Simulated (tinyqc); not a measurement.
Worked calculation: lateral field, substrate current, probability of reaching the oxide barrier and hot-carrier lifetime of a silicon transistor (pseudo-two-dimensional and lucky-electron models). Computed by tinyqc, a small Python program that keeps every step. Command: `OMP_NUM_THREADS=1 python tinyqc.py 3002117 3002118 out.jsonl hotcar walk`. One thread of a shared host (Intel(R) Xeon(R) Processor @ 2.30GHz), about 0.01 s of CPU time with the checks. Intermediate numbers are printed to about 5 digits and carried at full precision; extremes and crossings named in words are read from the listed rows.

Local-field models: a lucky carrier gains its energy at the peak field over a path free of collisions. Voltages are magnitudes.

Inputs (values chosen for the exercise, modelled on a silicon p-channel): channel length L = 220 nm; oxide thickness t = 5.8 nm; junction depth x_j = 61 nm; mobility mu = 97 cm^2/(V s); saturation velocity v_s = 0.74 1e7 cm/s; threshold voltage V_T = 0.57 V; gate voltage V_G = 2.1 V; drain voltage V_D = 3.1 V; ionisation prefactor A_i = 6.9e+06 1/cm; ionisation field B_i = 3.77 MV/cm; hot-carrier mean free path lambda = 4.6 nm; oxide barrier phi_b = 4.6 eV; interface-trap threshold phi_it = 4.7 eV; lifetime constant H = 30 s microampere/micrometre.

Drain: abrupt.

Constants: eps_0 = 8.8541878128e-12 F/m.

## Saturation point and current

C_ox = 3.9 eps_0/t; F_sat = 2 v_s/mu; V_Dsat = V_ov F_sat L/(V_ov + F_sat L), V_ov = V_G - V_T; I_D/W = C_ox v_s (V_ov - V_Dsat).

F_sat = 152.58 kV/cm

V_Dsat = 1.0510 V

drain current I_D/W = 211.05 microampere/micrometre

## Peak lateral field

Scale length l = 0.22 t^(1/3) x_j^(1/2) (all in cm); F_m = sqrt(((V_D - V_Dsat)/l_e)^2 + F_sat^2), with l_e = l; length of the velocity-saturated region l_e ln((V_D - V_Dsat)/(l_e F_sat) + F_m/F_sat).

scale length l = 45.314 nm

peak field F_m = 477.24 kV/cm

velocity-saturated length = 81.877 nm

energy gained over one free path, e lambda F_m = 0.21953 eV

The field rises from F_sat to F_m as cosh(x/l_e), a factor 3.1, over 37 % of L. Caution: the empirical formula for l was fitted to oxides of about 15 nm or more; for thinner ones it is an extrapolation. Caution: e V_D is below phi_b or phi_it, so the available energy, not the field, limits hot carriers, and the lucky-electron formulas overstate them.

## Hot-carrier currents and lifetime

Substrate current I_sub/I_D = (A_i/B_i)(V_D - V_Dsat) exp(-B_i/F_m); probability of reaching the oxide barrier exp(-phi_b/(e lambda F_m)); lifetime tau = (H/(I_D/W)) exp(phi_it/(e lambda F_m)).

I_sub/I_D = 0.0013908

substrate current I_sub/W = 0.29354 microampere/micrometre

probability of reaching phi_b = 7.9394e-10

lifetime tau = 2.8234e+08 s

exponent m = phi_it/(e lambda B_i) = 2.7102

Since both exponentials depend on 1/F_m, tau I_D scales about as (I_sub/I_D)^(-m) with m = 2.71, which lets I_sub serve as the monitor. The lifetime is 0.895 times ten years (3.156e8 s).

## Substrate current against gate voltage

The formulas are those given above.

At the given drain voltage:
```
V_G (V)  V_Dsat (V)  I_D/W (microampere/micrometre)  F_m (kV/cm)  I_sub/W (microampere/micrometre)     tau (s)
0.71         0.1344                            2.47       672.01                           0.04907  4.8710e+07
0.85         0.2584                            9.50       645.38                           0.14347  2.3718e+07
1.10         0.4577                           31.84       602.74                           0.29583  2.1684e+07
1.40         0.6655                           72.49       558.51                           0.37817  3.6461e+07
1.70         0.8454                          125.39       520.42                           0.36960  8.0417e+07
2.10         1.0510                          211.05       477.24                           0.29354  2.8234e+08
2.60         1.2650                          337.04       432.75                           0.18636  1.5972e+09
3.00         1.4096                          449.57       403.05                           0.12050  6.8218e+09
3.40         1.5355                          570.34       377.48                           0.07509  2.9942e+10
```

I_sub peaks at V_G = 1.4 V, 0.45 V_D: a higher gate voltage brings more carriers but raises V_Dsat and so lowers F_m. The shortest lifetime among the rows lies at V_G = 1.1 V, below that of the largest I_sub, since tau depends more steeply on the field.

## Extrapolating accelerated tests

V_10 solves tau = 3.156e8 s at the given V_G. The extrapolation fits ln(tau) against 1/V_D at 1, 1.08, 1.16 and 1.25 times the given V_D (rounded to 3 digits) by least squares and reads off the same tau.

Stress points:
```
V_D (V)  1/V_D (1/V)     tau (s)
3.10         0.32258  2.8234e+08
3.35         0.29851  3.3744e+07
3.60         0.27778  5.8329e+06
3.88         0.25773  1.1403e+06
```

ten-year drain voltage V_10 = 3.0882 V

V_10 from the 1/V_D extrapolation = 3.0834 V

The extrapolation is 5 mV below the true value: ln(tau) is nearly linear in 1/(V_D - V_Dsat), not in 1/V_D, so the straight line errs on the safe side when one extrapolates down. At V_10 the available energy e V_D is below phi_it, so the model understates the lifetime there.

Checks made by the program: voltage drop as the integral of F_sat cosh(x/l_e) over the saturated length (relative difference below 1e-10).
